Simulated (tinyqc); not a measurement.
Inside a calculation. Model: bandgap voltage reference from two bipolar transistors.

tinyqc, about 0.02 s, one thread, Intel Xeon 2.30GHz (shared host): `OMP_NUM_THREADS=1 python tinyqc.py 2062130 2062131 out.jsonl` Printed values are rounded.

Two transistors of area 1 and N carry the same current I. Is(T) = Is (T/T0)^eta exp[(Vg0 q/kB)(1/T0 - 1/T)], VBE1 = Vt ln(I/Is(T)) + I rb, VBE2 = Vt ln(I/(N Is(T))) + I rb/N. The amplifier forces I R1(T) = VBE1 - VBE2 + Vos, with R(T) = R (1 + tc (T - T0)) for both resistors, and the output is Vref = VBE1 + I R2(T). Base currents and the Early effect are neglected.

Inputs (values chosen for the exercise); values of the order met in silicon bipolar transistors: reference temperature T0 = 298 K; band-gap voltage extrapolated to 0 K Vg0 = 1.156 V; temperature exponent of the saturation current eta = 4.3; saturation current of the unit transistor at T0 Is = 6.2e-16 A; area ratio of the second transistor N = 4; resistor across which the difference of VBE falls, at T0 R1 = 8.3 kohm; temperature coefficient of both resistors tc = 0 ppm/K; offset of the amplifier Vos = 0 mV; series resistance of the unit transistor rb = 140 ohm; output resistor at T0 R2 = 149.2 kohm; temperature T = 333 K.

Constants: q = 1.602176634e-19 C, kB = 1.380649e-23 J/K. Results are converted to the units shown.

## Operating point at the reference temperature

Vt = kB T/q; I = (Vt ln N + Vos)/(R1(T) - rb (1 - 1/N)). Evaluate at T = T0.

Vt = 0.0256797 V
I = 4.34406 uA
Is(T) = 6.2e-16 A
VBE1 = 0.582769 V
I R2 = 0.648134 V
Vref = 1.23090 V

## Operating point at another temperature

Vt = kB T/q; I = (Vt ln N + Vos)/(R1(T) - rb (1 - 1/N)).

Vt = 0.0286957 V
I = 4.85427 uA
Is(T) = 1.13398e-13 A
VBE1 = 0.504927 V
I R2 = 0.724257 V
Vref = 1.22918 V

From T0 to T, VBE1 changes by -77.8 mV and I R2 by 76.1 mV, which leaves -1.72 mV in Vref.

## Resistor for zero slope at T0, ideal case

With tc = 0, Vos = 0 and rb = 0 the current is proportional to T, dVBE/dT = (VBE - Vg0 - (eta - 1) Vt)/T, and Vref has zero slope at T0 when Vref = Vg0 + (eta - 1) Vt0. Find VBE1, its slope, that Vref, R2/R1 and the curvature d2Vref/dT2 = -(eta - 1) kB/(q T0).

VBE1 = 0.581834 V
dVBE/dT = -2.21110 mV/K
Vref = 1.24074 V
R2/R1 = 18.5089
curvature = -0.954268 uV/K^2
